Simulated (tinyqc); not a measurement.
Hall effect and magnetoresistance of several carrier groups with constant relaxation times: one step, computed by the program tinyqc. Command: `OMP_NUM_THREADS=1 python tinyqc.py 3027922 3027923 out.jsonl hall2 walk`. One thread of a shared host (Intel(R) Xeon(R) Processor @ 2.30GHz), about 0.01 s of CPU time with the checks.

Group 1 has charge -e and group 2 charge +e; s_i is that sign. B lies along z; mu B is formed with mu in m^2/(V s).

Question. Limits of weak and strong field. Weak field: R_H(0) = sum s_i n_i mu_i^2/(e (sum n_i mu_i)^2); MR = c B^2 with c = n1 n2 mu1 mu2 (s1 mu1 - s2 mu2)^2/(n1 mu1 + n2 mu2)^2. Strong field: R_H = 1/(e sum s_i n_i); rho_xx saturates at (n1/mu1 + n2/mu2)/(e (sum s_i n_i)^2).

Inputs (values chosen for the exercise, for a model conductor):
```
quantity,value,unit
density n1,2.4e+16,1/cm^3
mobility mu1,3000,cm^2/(V s)
density n2,1.7e+16,1/cm^3
mobility mu2,340,cm^2/(V s)
```

Carriers: electrons and holes. Densities: per volume.

Constants: e = 1.602176634e-19 C.

Give: R_H at weak field; coefficient c; R_H at strong field; saturation MR.

Answer.

R_H at weak field = -220.8 cm^3/C

coefficient c = 0.007674 1/T^2

R_H at strong field = -891.6 cm^3/C

saturation MR = 9107 %

R_H keeps its sign, and its size changes by a factor 4.04 from weak to strong field.
